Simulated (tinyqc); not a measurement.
# Ferroelectric switching by domains, regions with a spread of times with Merz's law: effect of the pulse voltage

A film poled to -Ps gets a pulse V of length t. Field E = V/d, characteristic time tau = t0 exp(Ea/E). The film consists of seven classes of regions, z = -3..3, with weights w_z proportional to exp(-z^2/2) and summing to one, and times tau_z = tau 10^(wd z); the switched share is f = sum w_z [1 - exp(-(t/tau_z)^m)]. P = Ps (2 f - 1).

t10, t50 and t90 are the pulse lengths for f = 0.1, 0.5 and 0.9; f is taken at tp.

Inputs (values chosen for the exercise): time prefactor t0 = 2.4 ns; activation field Ea = 7900 kV/cm; film thickness d = 5 nm; Avrami exponent m = 1; spread of switching times wd = 1 decades; pulse length tp = 670 ns.

Effect of the pulse voltage:

| V (V) | tau (ns) | t10 (ns) | t50 (ns) | t90 (ns) | f at tp |
|---|---|---|---|---|---|
| 0.34 | 2.665e5 | 5045 | 1.660e5 | 4.227e6 | 0.02315 |
| 0.41 | 3.667e4 | 694.1 | 2.285e4 | 5.816e5 | 0.09785 |
| 0.5 | 6473 | 122.5 | 4033 | 1.027e5 | 0.2563 |
| 0.6 | 1735 | 32.85 | 1081 | 2.752e4 | 0.4326 |
| 0.72 | 579.2 | 10.96 | 360.9 | 9186 | 0.6011 |
| 0.86 | 237.1 | 4.489 | 147.7 | 3761 | 0.7370 |
| 1 | 124.6 | 2.360 | 77.66 | 1977 | 0.8012 |
| 1.2 | 64.53 | 1.222 | 40.21 | 1023 | 0.8612 |

As V goes from 0.34 to 1.2 V, t50 falls from 1.66e5 to 40.2 ns and f at tp rises from 0.0232 to 0.861; t90/t10 stays at 838, since only tau changes. At half the voltage of the last row tau would be 26.9 times longer.

Program tinyqc, `OMP_NUM_THREADS=1 python tinyqc.py 2860043 2860044 out.jsonl`; Intel Xeon 2.30GHz, shared host, one thread, about 0.01 s.
